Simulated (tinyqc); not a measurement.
Worked calculation: Raman shift of the zone-centre optical phonon of a diamond-structure crystal under stress. Computed by tinyqc, a small Python program that keeps every step. Command: `OMP_NUM_THREADS=1 python tinyqc.py 3022358 3022359 out.jsonl ramanstress walk`. One thread of a shared host (Intel(R) Xeon(R) Processor @ 2.30GHz), about 0.01 s of CPU time with the checks. Intermediate numbers are printed to about 6 digits and carried at full precision; extremes and crossings named in words are read from the listed rows.

Axes x, y, z are the cube axes. Strain shifts the threefold optical mode and can split it; p, q and r are the phonon deformation potentials.

Inputs (values chosen for the exercise, modelled on silicon): unstrained frequency omega_0 = 520.8 1/cm; p/omega_0^2 = -1.81; q/omega_0^2 = -2.23; r/omega_0^2 = -0.703; C11 = 164.8 GPa; C12 = 63.51 GPa; C44 = 80.28 GPa; stress sigma (tension positive) = 3 GPa; polarisation angle phi = 60 degree; temperature coefficient d omega/dT = -0.023 1/(cm K); local temperature T = 400 K; laser wavelength = 488 nm.

Stress state: biaxial. Axis: [110].

Constants: h = 6.62607015e-34 J s; c = 299792458 m/s; k_B = 1.380649e-23 J/K.

## Compliances

S11 = (C11 + C12)/D, S12 = -C12/D, D = (C11 - C12)(C11 + 2 C12), S44 = 1/C44.

S11 = 7.72402 1/TPa

S12 = -2.14862 1/TPa

S44 = 12.4564 1/TPa

## Stress and strain tensors

Equal biaxial stress in the plane normal to the axis (unit vector n): sigma_ij = sigma (delta_ij - n_i n_j). eps_xx = S11 sigma_xx + S12 (sigma_yy + sigma_zz), and cyclic; eps_xy = S44 sigma_xy/2 (tensor strain).

stress (GPa), rows x, y, z:
$$\begin{pmatrix}
1.5 & -1.5 & 0.0 \\
-1.5 & 1.5 & 0.0 \\
0.0 & 0.0 & 3.0
\end{pmatrix}$$

strain (per mille), rows x, y, z:
$$\begin{pmatrix}
1.9172 & -9.3423 & 0.0000 \\
-9.3423 & 1.9172 & 0.0000 \\
0.0000 & 0.0000 & 16.7262
\end{pmatrix}$$

volume strain = 20.5606 per mille

Caution: strains above about 1 % call for terms beyond linear order.

## Secular matrix and shifts

Secular matrix: M_xx = p eps_xx + q (eps_yy + eps_zz), M_xy = 2 r eps_xy; its eigenvalues are omega^2 - omega_0^2, and the shifts are these over 2 omega_0.

M/(2 omega_0) (1/cm), rows x, y, z:
$$\begin{pmatrix}
-11.7297 & 3.4204 & 0.0000 \\
3.4204 & -11.7297 & 0.0000 \\
0.0000 & 0.0000 & -10.1101
\end{pmatrix}$$

shifts, in rising order (1/cm): [-15.1501, -10.1101, -8.3093]

All three modes are split. Tension softens every mode.

## Mean shift and Grueneisen parameter

gamma = -(p + 2q)/(6 omega_0^2); the mean of the three shifts is -gamma omega_0 x (volume strain).

mode Grueneisen parameter gamma = 1.045

mean shift = -11.1898 1/cm

## The line seen from a (001) surface

Backscattering from a (001) surface: incident polarisation (cos phi, sin phi, 0). With Raman tensors (R_z)_xy = (R_z)_yx = 1 and cyclic, only the z component u_z of a mode counts: I = u_z^2 sin^2(2 phi) for parallel and u_z^2 cos^2(2 phi) for crossed polarisers. An unresolved line sits at the intensity-weighted shift, which is M_zz/(2 omega_0).

total intensity, parallel = 0.75

total intensity, crossed = 0.25

shift of the observed line = -10.1101 1/cm

shift per stress = -3.37003 1/(cm GPa)

stress per shift = -296.734 MPa cm

The z-polarised mode is an eigenmode here, so one line is seen. Caution: this stress has components normal to the (001) face, so it cannot reach a free (001) surface; it can act on buried material.

## The same stress in different states

Uniaxial: sigma n n^T; biaxial: sigma (1 - n n^T); hydrostatic: sigma 1. The line seen from (001) is taken as unresolved, at the intensity-weighted shift M_zz/(2 omega_0).

Shifts (1/cm):
```
state                    lowest    middle   highest  line seen from (001)
uniaxial [100]          -6.6747   -6.6747   -3.4354               -6.6747
uniaxial [110]          -8.4755   -6.6747   -1.6346               -6.6747
uniaxial [001]          -6.6747   -6.6747   -3.4354               -3.4354
uniaxial [111]         -10.1555   -3.3146   -3.3146               -5.5949
biaxial, normal [001]  -13.3493  -10.1101  -10.1101              -13.3493
biaxial, normal [111]  -13.4701  -13.4701   -6.6293              -11.1898
hydrostatic            -16.7847  -16.7847  -16.7847              -16.7847
```

Seen from (001), uniaxial stress along [100] and along [110] give the same shift (-6.675), and equal biaxial stress in the plane gives twice as much (-13.349), since only sigma_xx + sigma_yy and sigma_zz enter M_zz. Stress along [001] gives -3.435. One measured shift therefore fixes the stress only once its state is assumed: read as uniaxial in the plane, a shift implies twice the stress that it does read as biaxial. In the two [111] rows the modes seen are split by 6.8 per cm, more than a line width, so two lines appear there in place of one.

## Heating mistaken for stress

A temperature above 300 K shifts the line by (d omega/dT)(T - 300 K); divided by the shift per stress it poses as a stress; the total shift adds it to the shift of the observed line. The anti-Stokes to Stokes ratio is [(omega_L + omega_0)/(omega_L - omega_0)]^3 exp(-h c omega_0/(k_B T)) in photon counts, omega_L = 1/wavelength, resonance effects left out.

thermal shift = -2.3 1/cm

apparent stress from heating = 0.682487 GPa

total shift = -12.4101 1/cm

anti-Stokes/Stokes ratio = 0.178929

Heating poses as tension, 23 % of the true stress in size; the intensity ratio gives T apart from the shift.

Checks made by the program: mean of the eigenvalues against the trace rule (relative difference below 1e-10); weighted mean of the modes against M_zz (relative difference below 1e-10).
